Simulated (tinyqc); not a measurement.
# Resistance of a source-drain extension with a graded tip, step by step

Numbers from tinyqc (`OMP_NUM_THREADS=1 python tinyqc.py 2282171 2282172 out.jsonl`; about 0.04 s on one thread of a shared Intel Xeon 2.30GHz). Printed values are rounded.

y runs along the channel, the gate covers y > 0. The doping is N0 for y < y0 and N0 10^(-(y - y0)/la) beyond, uniform over the depth xj. Sheet conductance s(y) = q mu(N) max(N - Nch, 0) xj + (for y > 0) ma Cox Vo, with mu(N) = u0 + (u1 - u0)/(1 + (N/Nr)^au) and Cox = eps0 eox/tox. Current is taken as one-dimensional; depletion of the tip, spreading and the contact are left out. The metallurgical junction lies at yj, where N = Nch.

Parameters, values chosen for the exercise; mobility law close to that of holes in silicon:

| symbol | value | unit | meaning |
|---|---|---|---|
| eox | 3.9 |  | relative permittivity of the gate insulator (close to silicon dioxide) |
| tox | 2 | nm | insulator thickness |
| N0 | 5.2e19 | cm^-3 | active doping of the extension far from the gate |
| la | 2.7 | nm/decade | lateral abruptness |
| y0 | 4.7 | nm | position under the gate where the fall begins (gate edge at 0) |
| xj | 15 | nm | depth of the extension |
| Nch | 8.8e17 | cm^-3 | channel doping |
| Vo | 0.56 | V | gate overdrive |
| ma | 40 | cm^2/(V s) | mobility of the gate-induced layer |
| u1 | 470.5 | cm^2/(V s) | mobility at low doping |
| u0 | 44.9 | cm^2/(V s) | mobility at high doping |
| Nr | 2.23e17 | cm^-3 | reference doping |
| au | 0.719 |  | exponent |
| Lg | 50 | nm | gate length |

Constants: q = 1.602176634e-19 C, eps0 = 8.8541878128e-14 F/cm where lengths are in cm. Results are converted to the units shown.

## Sheet resistances and junction position

yj = y0 + la log10(N0/Nch); sheet resistance of the full extension 1/[q mu(N0)(N0 - Nch) xj] and of the gate-induced layer 1/(ma Cox Vo); metallurgical length Lg - 2 yj; ye is where the doped and the gate-induced conductances are equal.

yj = 9.48311 nm
sheet resistance of the extension = 1530.56 ohm/square
sheet resistance of the induced layer = 25856.4 ohm/square
metallurgical length = 31.0338 nm
ye = 8.34453 nm
N at ye = 2.32368e18 cm^-3

The gate takes over 1.14 nm before the junction, where N is still 2.64 times the channel doping.

## Resistance of the overlapped part

Midpoint rule on 9 equal steps from 0 to yj: R_ov = sum h/s(y), per width.

```
point	y (nm)	N (cm^-3)	doped conductance (uS)	sheet resistance (ohm/square)
0	0.526839	5.2e19	653.357	1445.02
1	1.58052	5.2e19	653.357	1445.02
2	2.63420	5.2e19	653.357	1445.02
3	3.68787	5.2e19	653.357	1445.02
4	4.74155	5.01896e19	632.700	1489.48
5	5.79523	2.04344e19	285.784	3082.05
6	6.84891	8.31976e18	132.783	5832.33
7	7.90259	3.38735e18	58.8276	10256.1
8	8.95627	1.37914e18	16.2338	18212.0
```

R_ov = 47.049 ohm um

The exact integral is 47.959 ohm um; the coarse sum is 1.9 % below it.
